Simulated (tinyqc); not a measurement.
# Scattering of inversion-layer electrons by surface optical phonons of the gate insulator (remote phonon scattering), step by step

A worked calculation. Computed by tinyqc, a small Python program that keeps every step. Command: `OMP_NUM_THREADS=1 python tinyqc.py 3111367 3111368 out.jsonl sophonon walk`. One thread of a shared host (Intel(R) Xeon(R) Processor @ 2.30GHz), about 0.01 s of CPU time with the checks. Intermediate numbers are printed to about 5 digits and carried at full precision; extremes and crossings named in words are read from the listed rows.

One subband with the Fang-Howard envelope; insulator and channel are half-spaces, the gate is far away, and an interlayer only moves the polar surface away by t (its own modes and its permittivity contrast are left out).

Inputs (values chosen for the exercise, modelled on HfO2 on In0.53Ga0.47As):
```
quantity                                   value        unit
static constant of the insulator eps_0s     22.3           -
intermediate constant eps_i                  6.5           -
optical constant eps_inf                    4.99           -
hbar omega_TO1                              12.6         meV
hbar omega_TO2                              49.7         meV
constant of the channel eps_s               13.9           -
in-plane mass m                           0.0429         m_0
valleys g_v                                    1           -
sheet density n                          1.4e+12      1/cm^2
mean distance of the electrons z0 = 3/b        4          nm
interlayer thickness t                         0          nm
temperature T                                250           K
electron energy E                            110         meV
mobility from other processes               1500  cm^2/(V s)
```

Screening by the channel electrons: none.

Constants: k_B = 8.617333262e-05 eV/K; hbar^2/(2 m_0) = 3.80998212 eV angstrom^2; e^2/(4 pi eps_0) = 14.39964548 eV angstrom; hbar = 6.582119569e-16 eV s; e = 1.602176634e-19 C; m_0 = 9.1093837015e-31 kg.

## Surface modes and strengths

eps(w) = eps_inf + (eps_0s - eps_i) w1^2/(w1^2 - w^2) + (eps_i - eps_inf) w2^2/(w2^2 - w^2). Surface modes solve eps(w) + eps_s = 0, a quadratic in w^2; the strength of a mode is g = 2/(w d eps/dw). Occupation N = 1/(exp(hbar w/(k_B T)) - 1).

hbar omega_SO (meV): 1 16.750, 2 51.754

strengths g: 1 0.020985, 2 0.004329

occupations N: 1 0.85031, 2 0.09951

hbar omega g (2 N + 1) (meV): 1 0.94927, 2 0.26862

The lower mode has the larger hbar omega g N, the prefactor of absorption before the dependence on q: 0.299 and 0.0223 meV.

## The electron gas

Density of states D = g_v m/(pi hbar^2); eta = E_F/(k_B T) = ln(exp(n/(D k_B T)) - 1); screening wave number q_s = e^2 D/(2 eps_0 eps_avg) x 1/(1 + exp(-eta)), eps_avg = (eps_s + eps_inf)/2; b = 3/z0.

D = 1.7921e+13 1/(eV cm^2)

eta = 3.5993

q_s = 0.16710 1/nm

b = 0.75 1/nm

## Squared matrix elements

For a mode of strength g, without the occupation factor, Area x |M(q)|^2 = e^2 hbar w g/(2 eps_0 q) x (b/(b + q))^6 exp(-2 q t).

Area x |M|^2 (meV^2 nm^2):
```
q (1/nm)  (b/(b + q))^6  exp(-2 q t)      mode 1      mode 2
0.05            0.67893            1  4.3183e+04  2.7523e+04
0.10            0.47190            1  1.5008e+04  9.5652e+03
0.20            0.24212            1  3.8499e+03  2.4538e+03
0.30            0.13281            1  1.4079e+03  8.9733e+02
0.50            0.04666            1  2.9675e+02  1.8914e+02
0.80            0.01283            1  5.1021e+01  3.2518e+01
1.20            0.00324            1  8.5790e+00  5.4679e+00
```

## Rates at the energy E

Approximate momentum relaxation rate, taking tau v alike in the initial and final states: 1/tau = (m/(2 pi hbar^3)) sum over modes and over absorption (N, E' = E + hbar w) and emission (N + 1, E' = E - hbar w > 0) of [(1 - f(E'))/(1 - f(E))] int_0^(2 pi) Area |M(q)|^2 (1 - cos theta) d theta, q^2 = k^2 + k'^2 - 2 k k' cos theta, f the Fermi function; 48 midpoints in theta from 0 to pi.

rates (1/ps): mode 1 absorption 0.24237, mode 1 emission 0.48459, mode 2 absorption 0.01470, mode 2 emission 0.09116

tau at E = 1200.7 fs

## Mobility

mu = (e/m) int tau E f (1 - f) dE/(k_B T int f dE), by 300 midpoints from 0 to (max(eta, 0) + 14) k_B T; Matthiessen sum with the other processes.

remote-phonon mobility = 42358 cm^2/(V s)

total mobility = 1448.7 cm^2/(V s)

loss of mobility = 3.4202 %

Caution: a relaxation time is only an approximation for inelastic scattering, and static or no screening brackets the true dynamic screening only roughly.

## What an interlayer buys

The formulas are those given above.

Against the interlayer thickness:
```
t (nm)  remote-phonon mobility (cm^2/(V s))  total (cm^2/(V s))
0.0                              4.2358e+04              1448.7
0.3                              5.2443e+04              1458.3
0.6                              6.4080e+04              1465.7
1.0                              8.2081e+04              1473.1
1.5                              1.0865e+05              1479.6
2.0                              1.3978e+05              1484.1
3.0                              2.1585e+05              1489.6
```

1 nm of interlayer raises the remote-phonon mobility by a factor 1.94, as exp(2 q t) with an effective q of 0.33 per nm; between 2 and 3 nm the effective q is 0.22. The total goes from 1450 to 1470 over the first nanometre.

Checks made by the program: sum of strengths against 1/(eps_s + eps_inf) - 1/(eps_s + eps_0s) (relative difference below 1e-10).
